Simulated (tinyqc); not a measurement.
Raising the field: Wannier-Stark ladder of a miniband.

One state in each well j = -(Nw - 1)/2 ... (Nw - 1)/2: H_jj = j e F d, H_(j,j+1) = -W/4; 1 kV/cm = 0.01 meV/angstrom. In an infinite chain the levels are j e F d and the state of well 0 has amplitude J_j(x) in size on well j, x = W/(2 e F d).

Parameters, chosen for this exercise (near those of a GaAs/AlGaAs superlattice; shifted at random, so the results belong to these values and not to a real crystal): W = 40 meV (miniband width); d = 79 angstrom (period); Nw = 7 (wells); Fs = (6.3, 8.7, 12, 17, 26, 44, 95) kV/cm (fields).

Infinite-chain weights beside the middle spacing of the finite stack.

Results:

| F (kV/cm) | e F d (meV) | x | J_0^2 | J_1^2 | J_2^2 | middle spacing/(e F d) |
|---|---|---|---|---|---|---|
| 6.3 | 4.98 | 4.018 | 0.157 | 0.005 | 0.129 | 1.4844 |
| 8.7 | 6.87 | 2.910 | 0.052 | 0.138 | 0.234 | 1.1780 |
| 12 | 9.48 | 2.110 | 0.026 | 0.322 | 0.142 | 1.0492 |
| 17 | 13.43 | 1.489 | 0.268 | 0.310 | 0.053 | 1.0092 |
| 26 | 20.54 | 0.974 | 0.603 | 0.186 | 0.012 | 1.0009 |
| 44 | 34.76 | 0.575 | 0.844 | 0.076 | 0.002 | 1.0000 |
| 95 | 75.05 | 0.266 | 0.965 | 0.017 | 0.000 | 1.0000 |

What can be read from this table?

J_0 vanishes at x = 2.405, F = 10.5 kV/cm, where the line at j = 0 disappears; J_0^2 overtakes J_1^2 for good at x = 1.435, F = 17.6 kV/cm, and reaches 0.96 in the last row. The 7 wells reproduce the middle spacing of the even ladder to 1 % from 17 kV/cm on, where the swing W/(e F d) = 2x is 3.0 periods. The lines are seen apart only where e F d exceeds their width, usually a few meV.

Program tinyqc; command `OMP_NUM_THREADS=1 python tinyqc.py 1252359 1252360 out.jsonl`; about 0.01 s on one thread of a shared Intel(R) Xeon(R) Processor @ 2.30GHz.
